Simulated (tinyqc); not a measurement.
Inside a calculation. Model: three-phonon processes in a diatomic chain: dispersion, energy and momentum conservation, and decay channels of optical phonons. Computed by tinyqc, a small Python program that keeps every step. Command: `OMP_NUM_THREADS=1 python tinyqc.py 3120478 3120479 out.jsonl threeph walk`. One thread of a shared host (Intel(R) Xeon(R) Processor @ 2.30GHz), about 0.05 s of CPU time with the checks. Intermediate numbers are printed to about 7 digits and carried at full precision; extremes and crossings named in words are read from the listed rows.

Cell length a, two atoms, one spring constant. x = q a/pi runs from -1 to 1; A and O are the acoustic and optical branches. Matrix elements are not computed: only conservation laws and occupation factors are followed.

Inputs (values chosen for the exercise, for a model chain):
```
quantity                                   value           unit
light mass m                                  12              u
heavy mass M                                17.8              u
spring constant k                             13  eV/angstrom^2
temperature T                                800              K
wave number of the decaying phonon q a/pi   0.22              -
zero-temperature width Gamma_0              0.81           1/cm
```

Constants: nu for 1 eV/(angstrom^2 u) = 15.6333042 THz; h x 1 THz = 4.135667696 meV; k_B = 8.617333262e-05 eV/K; c = 299792458 m/s.

## Band edges

omega^2 = k (1/m + 1/M) -/+ k sqrt((1/m + 1/M)^2 - 4 sin^2(pi x/2)/(m M)); nu = 15.6333042 THz x sqrt(omega^2) for eV/(angstrom^2 u). Acoustic top sqrt(2 k/M), optical bottom sqrt(2 k/m), optical top sqrt(2 k (1/m + 1/M)).

acoustic top = 18.89415 THz

optical bottom = 23.01160 THz

optical top = 29.77453 THz

optical top over twice the acoustic top = 0.7879298

optical bottom over twice the acoustic top = 0.6089609

optical width over acoustic top = 0.3579378

The zone-centre optical phonon can decay into two acoustic ones: this needs M/m <= 3.

## Dispersion

The formulas are those given above.

Branches:
```
x     nu_A (THz)  nu_O (THz)
0.10     2.29114    29.68625
0.20     4.56647    29.42227
0.35     7.91456    28.70335
0.50    11.13314    27.61478
0.65    14.15122    26.19668
0.80    16.84018    24.55466
0.90    18.25931    23.51851
1.00    18.89415    23.01160
```

## Decay of the zone-centre phonon

O(0) -> A(x) + A(-x) needs nu_A(x) = nu_O(0)/2, which gives sin^2(pi x/2) = (3/16)(m + M)^2/(m M). Full width at half maximum Gamma = Gamma_0 (1 + 2 n), n = 1/(exp(h nu_A/(k_B T)) - 1); lifetime = 1/(2 pi c Gamma).

x of the products = 0.6888375

their frequency = 14.88727 THz

occupation n = 0.6931552

width Gamma = 1.932911 1/cm

lifetime = 2.746550 ps

## All channels at the given wave number

Processes for O(x): decay O -> A + A and O -> O + A with x = x' + x'' (mod 2), and absorption O + A -> O with x + x' = x'' (mod 2). Roots of the energy mismatch in x' are bracketed on 4001 points from -1 to 1 and refined. A process is umklapp (U) if the sum of wave numbers leaves (-1, 1]. Weight = occupation factor/|d mismatch/dx'|, the factor being 1 + n' + n'' for decay and n' - n'' for absorption. Pairs that differ only by exchanging two acoustic products count once, and the trivial root x' = 0 is left out.

nu_O(x) = 29.34860 THz

Channels:
```
process             x'        x''  nu' (THz)  nu'' (THz)  type  weight (1/THz)
O -> A + A  -0.5727326  0.7927326   12.62713    16.72146     N      0.06722869
```

1 channel(s) are open, 0 of them umklapp.

## Phase space against the mass ratio

Total weight summed over channels and averaged over x = 0.05, 0.15, ..., 0.95, with m and k fixed; share of those x with an open channel.

Optical phonons:
```
M/m  weight, A + A (1/THz)  weight, with O (1/THz)  share open
1.1              0.1366091                       0         1.0
1.5              0.2986726                       0         1.0
2.0              0.1738898                       0         0.8
2.5              0.0989924                       0         0.5
2.9              0.0764883                       0         0.2
3.3              0.0000000                       0         0.0
3.7              0.0000000                       0         0.0
4.2              0.0000000                       0         0.0
6.0              0.0000000                       0         0.0
```

The A + A channel closes between M/m = 2.9 and 3.3 on this grid: energy conservation alone would allow it up to M/m = 4, where the optical bottom passes twice the acoustic top, but momentum must be conserved too. No channel with a second optical phonon opens at any ratio. A large gap that shuts such channels is one reason why crystals with very unequal masses can conduct heat well.

Checks made by the program: band edges against the dispersion (relative difference below 1e-10); frequency of the products (relative difference below 1e-10).
